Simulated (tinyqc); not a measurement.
Chemical trend: level against potential: deep trap from a strong local potential in a two-band host (Koster-Slater model with semi-elliptic bands). Computed by tinyqc, a small Python program. Command: `OMP_NUM_THREADS=1 python tinyqc.py 3026001 3026002 out.jsonl deeptrap walk`. One thread of a shared host (Intel(R) Xeon(R) Processor @ 2.30GHz), about 0.03 s of CPU time with the checks.

The valence band spans -2 W_v to 0 and the conduction band E_g to E_g + 2 W_c. The orbital at the impurity site has weight f_v in the valence band and 1 - f_v in the conduction band, each spread as a semi-ellipse (2/(pi W^2)) sqrt(W^2 - x^2) about the band centre. The impurity adds U to this orbital. Spin is left out.

Inputs (values chosen for the exercise, with a gap close to that of GaN):
```
quantity,value,unit
gap E_g,3.48,eV
half-width of the valence band W_v,3.1,eV
half-width of the conduction band W_c,5.8,eV
valence weight f_v of the site orbital,0.54,-
```

Impurity: attractive, donor-like.

Method:
- In the gap G(E) = f_v (2/W_v^2)[x - sqrt(x^2 - W_v^2)] - (1 - f_v)(2/W_c^2)[y - sqrt(y^2 - W_c^2)], x = E + W_v, y = E_g + W_c - E.
- G falls across the gap from G(0) to G(E_g). A repulsive U binds if U > 1/G(0), an attractive one if U < 1/G(E_g); the vacancy level (U infinite) solves G(E) = 0 (bisection).
- The trap level solves G(E) = 1/U (bisection). With D = -dG/dE = D_v + D_c, D_v = f_v (2/W_v^2)[x/sqrt(x^2 - W_v^2) - 1] and D_c = (1 - f_v)(2/W_c^2)[y/sqrt(y^2 - W_c^2) - 1], the weight on the impurity orbital is 1/(U^2 D) and the conduction-band character is D_c/D.
- U is 1.05, 1.2, 1.5, 2, 3, 5, 10 and 30 times the threshold, rounded to three digits; the largest values are formal and only show the vacancy limit.

attractive threshold = -14.0034 eV

vacancy level = 2.81323 eV

Trend:
```
U (eV),E_t (eV),weight on the impurity,conduction character,E_t - vacancy level (eV)
-14.7,3.4787,0.003662,0.98810,0.66544
-16.8,3.4632,0.010196,0.95649,0.64994
-21.0,3.4105,0.013638,0.90727,0.59724
-28.0,3.3192,0.011902,0.85110,0.50601
-42.0,3.1882,0.007188,0.78714,0.37493
-70.0,3.0551,0.003108,0.73042,0.24188
-140.0,2.9400,0.000866,0.68503,0.12679
-420.0,2.8567,0.000102,0.65369,0.04346
```

dE_t/dU equals the weight on the impurity, which peaks at 0.014 (U = -21.0 eV) and falls to 1.0e-4 in the last row, so beyond the peak each further eV of potential moves the level less. The level nears the vacancy level, 2.813 eV, as 1/U: it is 0.127 eV away at 10 times the threshold and 0.043 eV at 30 times, and the state is then host-like.

Extremes, crossings and ranges named in words are read from the listed rows.
